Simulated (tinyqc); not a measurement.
Admittance spectroscopy of a deep trap: one step of the calculation.

Schottky contact on an n-type layer with shallow donors Nd (all ionised) and a donor-like deep trap, neutral when filled and positive when empty; depletion approximation. Traps within lam of the depletion edge stay filled. The traps at xt = W - lam, where the level crosses the Fermi level, follow a slow signal and not a fast one. w = 2 pi f.

Task. Widths and limiting capacitances. lam = sqrt(2 eps0 eps_r (EF - ET)/(q Nd)), EF - ET = Et - (kB T/q) ln(Nc(T)/Nd), Nc(T) = Nc (T/300 K)^1.5. In the steady state at the band bending V, 2 eps0 eps_r V/q = Nd W^2 + Nt (W - lam)^2 (the second term only if W > lam). V = Vbi + Vr. C_HF = eps0 eps_r/W, C_LF = eps0 eps_r (Nd + Nt)/(Nd W + Nt xt).

Values chosen for this exercise; material values close to those of silicon:

| symbol | value | unit | meaning |
|---|---|---|---|
| eps_r | 11.7 |  | relative permittivity |
| Nc | 2.85e19 | cm^-3 | conduction-band density of states at 300 K |
| Nd | 5.7e15 | cm^-3 | shallow donor density |
| Vbi | 0.66 | V | built-in voltage |
| Et | 0.27 | eV | depth of the trap below the conduction edge |
| Nt | 8.6e15 | cm^-3 | trap density |
| Vr | 0 | V | reverse bias |
| T | 279 | K | temperature |

Constants: q = 1.602176634e-19 C, kB = 1.380649e-23 J/K, eps0 = 8.8541878128e-14 F/cm where lengths are in cm. Results are converted to the units shown.

Wanted: lam; W; xt; C_HF; C_LF.

Result.

lam = 124.06 nm
W = 311.24 nm
xt = 187.18 nm
C_HF = 33.284 nF/cm^2
C_LF = 43.778 nF/cm^2

The step is 31.5 % of C_HF.

Program tinyqc, `OMP_NUM_THREADS=1 python tinyqc.py 2050109 2050110 out.jsonl`; Intel Xeon 2.30GHz, shared host, one thread, about 0.01 s.
